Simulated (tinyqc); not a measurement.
# Worked calculation: heated strip on a layer stack, thermal resistances with spreading

tinyqc, about 0.01 s, one thread, Intel Xeon 2.30GHz (shared host): `OMP_NUM_THREADS=1 python tinyqc.py 2520138 2520139 out.jsonl` Printed values are rounded.

A long strip of width ws dissipates Pw per length on three layers over a heat sink. Heat is taken to spread at 45 degrees, so the width of the flow grows by twice the depth: w1 = ws + 2 t1, w2 = w1 + 2 t2, w3 = w2 + 2 t3 at the bottoms of the layers. This is a rule of thumb, not a solution of the heat equation.

Inputs (values chosen for the exercise); conductivities close to those of gallium arsenide (layer 1), gallium arsenide (layer 2) and solder (layer 3):
- T0 = 323 K (heat-sink temperature)
- ws = 0.93 um (width of the heated strip)
- Pw = 1.8 W/mm (power per length of the strip)
- t1 = 0.72 um (thickness of layer 1)
- k1 = 47.7 W/(m K) (conductivity of layer 1)
- Rb = 12 m^2 K/GW (boundary resistance between layers 1 and 2)
- t2 = 200 um (thickness of layer 2)
- k2 = 48 W/(m K) (conductivity of layer 2 at 300 K)
- p = 1.1 (exponent in k2(T) = k2 (300 K/T)^p)
- t3 = 30 um (thickness of layer 3)
- k3 = 56.4 W/(m K) (conductivity of layer 3)

## Thermal resistances

Resistances times length: layer i, ln(w_i/w_(i-1))/(2 k_i) with w0 = ws; boundary, Rb/w1.

resistance times length (K mm/W): layer 1 9.80567, boundary 5.06329, layer 2 53.4842, layer 3 1.23221

The largest part, 76.9 % of the sum, is layer 2.

## Temperatures

From the sink upward: Ta = T0 + Pw R3; across layer 2 the Kirchhoff transform gives Tb^(1-p) = Ta^(1-p) + (1 - p)(300 K)^(-p) Pw R2; Tc = Tb + Pw Rboundary; Tj = Tc + Pw R1. With constant k2, Tj would be T0 + Pw times the sum of the resistances.

temperatures (K): Ta 325.218, Tb 451.850, Tc 460.964, Tj 478.614
Tj with constant k2 = 448.254 K

The rise Tj - T0 is 156 K, 24 % above the value for constant k2.
